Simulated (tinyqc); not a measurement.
SiGe-base heterojunction bipolar transistor, Gummel numbers and transit times: one step of the calculation.

One-dimensional n-p-n transistor in the forward active mode at low injection. In the base p(x) = NB exp(-eta x/wb) and ni(x)^2 = ni^2 exp((g0 + g1 x/wb)/Vt); electrons leave the base at vsat; band spikes at the emitter junction and recombination inside the emitter are ignored.

Question. Base Gummel number and transit time. f(x) = p(x) ni^2/ni(x)^2; I(x) = integral from x to wb of f/Dn, plus f(wb)/vsat; base Gummel number GB = I(0); electron density per unit flux n/(J/q) = I/f; base transit time tauB = integral of I/f over the base. Trapezoid rule on 12 equal steps.

Inputs (values chosen for the exercise); band and dielectric values close to those of silicon:
- T = 350 K (temperature)
- vsat = 9.89e6 cm/s (saturation velocity)
- wb = 51 nm (neutral base width)
- NB = 2.4e18 cm^-3 (base doping at the emitter edge)
- eta = 0 (doping falls as exp(-eta x/wb))
- g0 = 0.115 eV (gap reduction at the emitter edge of the base)
- g1 = 0.059 eV (further gap reduction across the base (linear))
- Dn = 4.8 cm^2/s (electron diffusion coefficient in the base)

Constants: q = 1.602176634e-19 C, kB = 1.380649e-23 J/K, Vt = kB T/q. Results are converted to the units shown.

Wanted: x; f; I; I/f; GB; tauB.

Answer.

```
point  x (nm)  f (cm^-3)  I (s/cm^4)  I/f (s/cm)
0       0.000  5.3001e16   2.5529e10   4.8168e-7
1       4.250  4.5028e16   2.1190e10   4.7058e-7
2       8.500  3.8255e16   1.7503e10   4.5752e-7
3      12.750  3.2501e16   1.4370e10   4.4215e-7
4      17.000  2.7612e16   1.1709e10   4.2405e-7
5      21.250  2.3458e16    9.4479e9   4.0275e-7
6      25.500  1.9930e16    7.5271e9   3.7768e-7
7      29.750  1.6932e16    5.8952e9   3.4817e-7
8      34.000  1.4385e16    4.5088e9   3.1344e-7
9      38.250  1.2221e16    3.3309e9   2.7255e-7
10     42.500  1.0383e16    2.3302e9   2.2443e-7
11     46.750  8.8210e15    1.4800e9   1.6779e-7
12     51.000  7.4941e15    7.5775e8   1.0111e-7
```

GB = 2.5529e10 s/cm^4
tauB = 1.7818 ps

Range of the model: Heavy doping makes emitter or base degenerate; gE and g0 are to be read as apparent gap changes that include this.

Numbers from tinyqc (`OMP_NUM_THREADS=1 python tinyqc.py 2320045 2320046 out.jsonl`; about 0.01 s on one thread of a shared Intel Xeon 2.30GHz).
